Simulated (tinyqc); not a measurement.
Rutherford backscattering from a thin compound film on silicon: kinematics, yields, composition and thickness: one step, computed by the program tinyqc.

Singly charged helium ions (Z1 = 2, M1 = 4.0026 u) enter at the tilt angle a1 to the normal and leave at a2 = |180 - theta - tilt| in the same plane. The film is A B_x.

Question. Peak widths (surface approximation). Stopping per atom eps(E) = eps(2 MeV) (E/2 MeV)^(-0.4) (a law chosen for the exercise); Bragg rule eps_film = (eps_A + x eps_B)/(1 + x); areal density N d, with 1/nm^2 = 0.1 x 1e15/cm^2. Width of the signal of element i: [K_i eps(E0)/cos a1 + eps(K_i E0)/cos a2] N d; depth resolution = resolution x d/width of A; energy lost on the way in = eps(E0) N d/cos a1.

Inputs (values chosen for the exercise, modelled on a helium beam on SiGe): beam energy E0 = 2 MeV; scattering angle theta = 160 degrees; tilt of the sample = 7 degrees; heavy element: stopping eps_A at 2 MeV = 73.7 1e-15 eV cm^2; light element: mass M_B = 28.09 u; light element: stopping eps_B at 2 MeV = 47.2 1e-15 eV cm^2; atoms of B per atom of A, x = 3.37; atomic density of the film = 48 1/nm^3; film thickness d = 29 nm; detector resolution (FWHM) = 12 keV.

kinematic factors: A 0.8072657, B 0.5731108, Si 0.5731108

Give: areal density N d; film stopping at E0; widths; depth resolution; energy lost on the way in.

Answer.

areal density N d = 139.2 1e15 atoms/cm^2

film stopping at E0 = 53.264 1e-15 eV cm^2

widths (keV): A 14.320, B 13.788

depth resolution = 24.302 nm

energy lost on the way in = 7.4700 keV

The signal of A spans 1.2 resolution widths, so its width measures the thickness. Caution: the silicon signal of the film merges with that of the substrate, so only the width of A can be read directly.
